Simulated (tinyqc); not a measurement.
# Gap and mass from two generation rates

Question. In the two-band model the band-to-band tunnelling rate in a uniform field is G = A F^2 exp(-B/F), with B = pi sqrt(m/C) Eg^1.5/4 (V/nm), A = 1e21 (2 q/h) m Eg/(16 pi C B) for G in cm^-3 s^-1 and F in V/nm, C = hbar^2/(2 m0). Find B, A, Eg and m.

Constants: q = 1.602176634e-19 C, hbar = 1.054571817e-34 J s, h = 6.62607015e-34 J s, m0 = 9.1093837015e-31 kg, hbar^2/(2 m0) = 0.0380998212 eV nm^2. Results are converted to the units shown.

G at F = 0.077 and 0.16 V/nm (cm^-3 s^-1): [5.7069065e28, 1.1889593e31]

Answer. The slope of ln(G/F^2) against 1/F is -B and the intercept gives A. The product A B fixes m Eg, and B = (pi/4) Eg sqrt(m Eg/C) then gives Eg.

B = 0.5754 V/nm
A = 1.693e34 cm^-3 s^-1 (V/nm)^-2
Eg = 0.7280 eV
m = 0.05300 m0

Program tinyqc, `OMP_NUM_THREADS=1 python tinyqc.py 2620172 2620173 out.jsonl`; Intel Xeon 2.30GHz, shared host, one thread, about 0.03 s.
